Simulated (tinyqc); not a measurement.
Off-state leakage of single and stacked transistors: two steps of the calculation.

n-channel devices of unit width. Subthreshold current I(Vg, Vs, Vd) = I0 (T/300 K)^0.5 exp[(Vg - Vs - VT(T) - gb (Vs - Vb) + dd (Vd - Vs))/(nf Vt)] (1 - exp(-(Vd - Vs)/Vt)), VT(T) = VT - cT (T - 300 K). Gate-edge tunnelling Ig (Vd/1 V) exp(ag (Vd - 1 V)), for a gate at 0 V, and band-to-band leakage Ab u exp(-Bb/u), u = Vd - Vb + 1 V, flow at a drain held at V; both are taken as independent of T. In a stack of off transistors (all gates at 0 V) the same subthreshold current passes through each.

Parameters, values chosen for the exercise; values of the order met in bulk silicon logic transistors: temperature T = 330 K; supply voltage V = 1.2 V; threshold at 300 K, zero drain and body bias VT = 0.35 V; fall of the threshold with temperature cT = 0.6 mV/K; current at threshold at 300 K I0 = 0.58 uA/um; slope factor nf = 1.49; drain-induced lowering per volt dd = 0.17; rise of the threshold per volt of source-body bias gb = 0.23; gate-edge tunnelling current at 1 V Ig = 0.0003 uA/um; exponential slope of the gate current ag = 4.5 1/V; prefactor of band-to-band leakage at the drain Ab = 30 uA/(um V); its exponential voltage Bb = 21 V; body voltage Vb = -0.3 V.

Constants: q = 1.602176634e-19 C, kB = 1.380649e-23 J/K, Vt = kB T/q. Results are converted to the units shown.

Problem 1. Leakage of one transistor. Vg = Vs = 0, Vd = V; effective threshold VT(T) - gb Vb - dd V.

Give: effective threshold; parts; total; shares.

Solution 1.

effective threshold = 0.19700 V
parts (nA/um): subthreshold 5.8201, gate edge 0.88546, band-to-band 16.865
total = 23.571 nA/um
shares (%): subthreshold 24.692, gate edge 3.7566, band-to-band 71.551

The band-to-band part is the largest.

Problem 2. New Vx. Stack of two, Vx the node between them: I_low = I(0, 0, Vx), I_up = I(0, Vx, V), f = ln(I_up/I_low), f' = -(1 + gb + 2 dd)/(nf Vt) - 1/(Vt (exp(Vx/Vt) - 1)) - 1/(Vt (exp((V - Vx)/Vt) - 1)), Vx(new) = Vx - f/f'.

Vx at the start = 0.13 V

Wanted: I_low; I_up; f; f'; Vx after iteration 1.

Solution 2.

I_low = 0.078704 nA/um
I_up = 0.079339 nA/um
f = 0.0080365
f' = -37.421 1/V
Vx after iteration 1 = 0.13021 V

Program tinyqc, `OMP_NUM_THREADS=1 python tinyqc.py 2242189 2242190 out.jsonl`; Intel Xeon 2.30GHz, shared host, one thread, about 0.03 s.
